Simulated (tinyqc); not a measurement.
Nucleation and growth against temperature: classical nucleation, growth and JMAK kinetics of crystallisation from a melt or glass. Computed by tinyqc, a small Python program. Command: `OMP_NUM_THREADS=1 python tinyqc.py 3004688 3004689 out.jsonl nucl walk`. One thread of a shared host (Intel(R) Xeon(R) Processor @ 2.30GHz), about 0.01 s of CPU time with the checks.

A spherical nucleus cap on a flat wall with a sharp interface of isotropic energy gamma; lambda = Omega^(1/3) is the jump distance.

Inputs (values chosen for the exercise, for a model substance):
```
quantity,value,unit
melting point T_m,1070,K
heat of melting per volume H,2570,J/cm^3
interface energy gamma,0.255,J/m^2
atomic volume Omega,13,angstrom^3
diffusion prefactor D0,1.6e-06,m^2/s
activation energy Q,0.95,eV
contact angle theta,135,degrees
wall area per volume S_v,26000,1/m
```

Nucleation: on a flat wall. Driving force: Thompson-Spaepen.

Constants: k_B = 1.380649e-23 J/K; k_B = 8.617333262e-05 eV/K.

Method:
- Driving force per volume: dG = H [(T_m - T)/T_m] [2 T/(T_m + T)].
- Shape factor f = (2 + cos theta)(1 - cos theta)^2/4.
- W(r) = f [4 pi r^2 gamma - (4/3) pi r^3 dG]; r* = 2 gamma/dG; W* = f 16 pi gamma^3/(3 dG^2); n* = f (4/3) pi r*^3/Omega.
- D = D0 exp(-Q/(k_B T)); attachment rate k+ = (A*/lambda^2) D/lambda^2 with A* = 2 pi r*^2 (1 - cos theta); Zeldovich factor Z = sqrt(W*/(3 pi k_B T))/n*; sites per volume N = S_v/lambda^2; I = N Z k+ exp(-W*/(k_B T)); lag time = 1/(4 pi Z^2 k+).
- Growth (Wilson-Frenkel): u = (D/lambda) [1 - exp(-dG Omega/(k_B T))].
- JMAK with steady nucleation and growth, nuclei spread at random: extended fraction X_e = (pi/3) I u^3 t^4, X = 1 - exp(-X_e); t_X = [-3 ln(1 - X)/(pi I u^3)]^(1/4); final grains per volume = Gamma(5/4) (3/pi)^(1/4) (I/u)^(3/4), Gamma(5/4) = 0.9064024771.
- Grain size = (grains per volume)^(-1/3). Rows are kept where W*/(k_B T) < 70.

Rates:
```
T (K),W*/(k_B T),I (1/(m^3 s)),u (m/s),t_0.5 (s),grain size (micrometre)
535,48.276,4.0203e+07,0.0000060,93.952,644
588,47.807,3.9264e+08,0.0000359,13.830,570
642,49.667,2.8329e+08,0.0001607,4.872,900
696,54.320,9.8250e+06,0.0005541,4.461,2843
749,62.771,6.2075e+03,0.0015164,13.224,23061
```

Among these rows I peaks at 588 K, u at 749 K and the change is fastest at 696 K, between the two. Growth has no barrier W*, so it peaks nearer T_m than nucleation. The grain size goes as (u/I)^(1/4), from 640 micrometre at the lowest T to 23000 at the highest. Caution: grain sizes above a centimetre mean that a sample waits for single nuclei, and the half time has no meaning there.

Extremes, crossings and ranges named in words are read from the listed rows.
